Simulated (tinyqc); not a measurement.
Inside a calculation. Method: plane-wave Kohn-Sham cycle with exchange-only LDA in a layered model solid. Computed by tinyqc, a small Python program that keeps every step. Settings: points = 16, plane-wave index or count = 2, electrons = 2, k points = 3, area = 31.0, mixing = 0.1, iteration cap = 50. Command: `OMP_NUM_THREADS=1 python tinyqc.py 31514 31515 out.jsonl` (the two numbers bound the seeds that draw the settings). One thread of a shared host (Intel(R) Xeon(R) Processor @ 2.60GHz), about 0.02 s of CPU time with the checks. Later iterations appear only in the table of the cycle.

## Iteration 1: potential

A solid whose potential varies along x alone (atomic units):
```
parameter                      value
period a                   16.100000
cross-section of the cell  31.000000
electrons per cell                 2
grid points                       16
plane waves -n..n, n               2
k points                           3
V1 in V1 cos(2 pi x/a)     -0.170000
V2 in V2 cos(4 pi x/a)     -0.020000
```

density at the start, on the grid x_j = j a/N (e/bohr^3): 0.00400721  0.00400721  0.00400721  0.00400721  0.00400721  0.00400721  0.00400721  0.00400721  0.00400721  0.00400721  0.00400721  0.00400721  0.00400721  0.00400721  0.00400721  0.00400721

V_H(G) = 4 pi rho(G)/G^2 for G != 0 (uniform background); v_x = -(3 rho/pi)^(1/3); V = V_ext + V_H + v_x; Fourier components f(G_m) = (1/N) sum_j f(x_j) exp(-i G_m x_j).

Potentials on the grid (hartree):
```
x              V_ext       V_H        v_x          V
0.000000   -0.190000  0.000000  -0.156412  -0.346412
1.006250   -0.171202  0.000000  -0.156412  -0.327614
2.012500   -0.120208  0.000000  -0.156412  -0.276621
3.018750   -0.050914  0.000000  -0.156412  -0.207326
4.025000    0.020000  0.000000  -0.156412  -0.136412
5.031250    0.079198  0.000000  -0.156412  -0.077214
6.037500    0.120208  0.000000  -0.156412  -0.036204
7.043750    0.142917  0.000000  -0.156412  -0.013495
8.050000    0.150000  0.000000  -0.156412  -0.006412
9.056250    0.142917  0.000000  -0.156412  -0.013495
10.062500   0.120208  0.000000  -0.156412  -0.036204
11.068750   0.079198  0.000000  -0.156412  -0.077214
12.075000   0.020000  0.000000  -0.156412  -0.136412
13.081250  -0.050914  0.000000  -0.156412  -0.207326
14.087500  -0.120208  0.000000  -0.156412  -0.276621
15.093750  -0.171202  0.000000  -0.156412  -0.327614
```

V(G_m), m = 0, 1, 2, ... (hartree): -0.156412  -0.085000  -0.010000  0.000000  0.000000

## Iteration 1: Hamiltonian at one k

k = 0.000000 2 pi / a

H(m,m') = (k + G_m)^2/2 delta + V(G_m - G_m'), with V(-G) = V(G).

H (hartree), lower triangle:
```
           -2         -1         +0         +1        +2
-2   0.148193
-1  -0.085000  -0.080261
+0  -0.010000  -0.085000  -0.156412
+1   0.000000  -0.010000  -0.085000  -0.080261
+2   0.000000   0.000000  -0.010000  -0.085000  0.148193
```

## Iteration 1: levels at that k

Diagonalise the Hermitian matrix.

eigenvalues (hartree): -0.258042  -0.099438  -0.017706  0.177268  0.177370

## Iteration 1: new density

Motion across x is left out: the lowest 1 band(s) hold two electrons at each of the k points (j + 1/2)/nk - 1/2. Residual R = rho(out) - rho(in); rho(new) = rho(in) + 0.1 R. rho(out) = 2/(a A nk) sum |psi|^2 with psi = sum c exp(i G x). Harris energy E = band energy - dV sum rho (V_H/2 + v_x) + (3/4) dV sum rho v_x with rho(in), dV = a A/N, band energy = (2/nk) sum of the filled levels.

rho(out) (e/bohr^3): 0.01398977  0.01209471  0.00775938  0.00362019  0.00119963  0.00028710  0.00006184  0.00002686  0.00002623  0.00002686  0.00006184  0.00028710  0.00119963  0.00362019  0.00775938  0.01209471

density after iteration 1 (e/bohr^3): 0.00500547  0.00481596  0.00438243  0.00396851  0.00372645  0.00363520  0.00361268  0.00360918  0.00360911  0.00360918  0.00361268  0.00363520  0.00372645  0.00396851  0.00438243  0.00481596

energy per cell = -0.43720769 hartree

## Iteration 2: potential

As before.

Potentials on the grid (hartree):
```
x              V_ext        V_H        v_x          V
0.000000   -0.190000   0.058003  -0.168450  -0.300447
1.006250   -0.171202   0.051862  -0.166297  -0.285637
2.012500   -0.120208   0.035696  -0.161149  -0.245661
3.018750   -0.050914   0.014728  -0.155907  -0.192093
4.025000    0.020000  -0.005941  -0.152671  -0.138611
5.031250    0.079198  -0.023200  -0.151414  -0.095416
6.037500    0.120208  -0.035796  -0.151101  -0.066688
7.043750    0.142917  -0.043390  -0.151052  -0.051525
8.050000    0.150000  -0.045923  -0.151051  -0.046974
9.056250    0.142917  -0.043390  -0.151052  -0.051525
10.062500   0.120208  -0.035796  -0.151101  -0.066688
11.068750   0.079198  -0.023200  -0.151414  -0.095416
12.075000   0.020000  -0.005941  -0.152671  -0.138611
13.081250  -0.050914   0.014728  -0.155907  -0.192093
14.087500  -0.120208   0.035696  -0.161149  -0.245661
15.093750  -0.171202   0.051862  -0.166297  -0.285637
```

V(G_m), m = 0, 1, 2, ... (hartree): -0.156168  -0.063322  -0.008776  -0.000057  0.000004

## Iteration 2: Hamiltonian at one k

k = 0.000000 2 pi / a

As before.

H (hartree), lower triangle:
```
           -2         -1         +0         +1        +2
-2   0.148438
-1  -0.063322  -0.080016
+0  -0.008776  -0.063322  -0.156168
+1  -0.000057  -0.008776  -0.063322  -0.080016
+2   0.000004  -0.000057  -0.008776  -0.063322  0.148438
```

## Iteration 2: levels at that k

As before.

eigenvalues (hartree): -0.224071  -0.088158  -0.037085  0.164636  0.165352

## Iteration 2: new density

As before.

rho(out) (e/bohr^3): 0.01313564  0.01151993  0.00774541  0.00396481  0.00154763  0.00048220  0.00014310  0.00006190  0.00004978  0.00006190  0.00014310  0.00048220  0.00154763  0.00396481  0.00774541  0.01151993

density after iteration 2 (e/bohr^3): 0.00581849  0.00548636  0.00471873  0.00396814  0.00350857  0.00331990  0.00326572  0.00325445  0.00325318  0.00325445  0.00326572  0.00331990  0.00350857  0.00396814  0.00471873  0.00548636

energy per cell = -0.37305688 hartree

## Convergence

Stop when sqrt(dV sum R^2) is below 1e-8, dV = a A/N.

Course of the cycle:
```
iteration  E (hartree)  norm of the residual
1          -0.43720769              1.09e-01
2          -0.37305688              9.18e-02
3          -0.32626719              7.41e-02
4          -0.29531256              5.51e-02
5          -0.27862643              3.37e-02
6          -0.27305715              1.30e-02
7          -0.27242117              4.72e-03
8          -0.27240057              4.11e-03
9          -0.27239018              3.63e-03
10         -0.27238209              3.20e-03
11         -0.27237580              2.83e-03
...                ...                   ...
40         -0.27235389              7.80e-05
41         -0.27235389              6.90e-05
42         -0.27235389              6.11e-05
43         -0.27235389              5.40e-05
44         -0.27235388              4.78e-05
45         -0.27235388              4.23e-05
46         -0.27235388              3.75e-05
47         -0.27235388              3.32e-05
48         -0.27235388              2.94e-05
49         -0.27235388              2.60e-05
50         -0.27235388              2.31e-05
```

Not converged within 50 iterations: the residual falls steadily but slowly, by a factor of about 0.89 a step. Reruns (cap 100 unless said): mixing 0.5, Kerker q0 1.0: converged in 67 (E = -0.27235); mixing 0.3, Pulay depth 5: converged in 14 (E = -0.27235); the original settings with a cap of 400: converged in 118 (E = -0.27235).
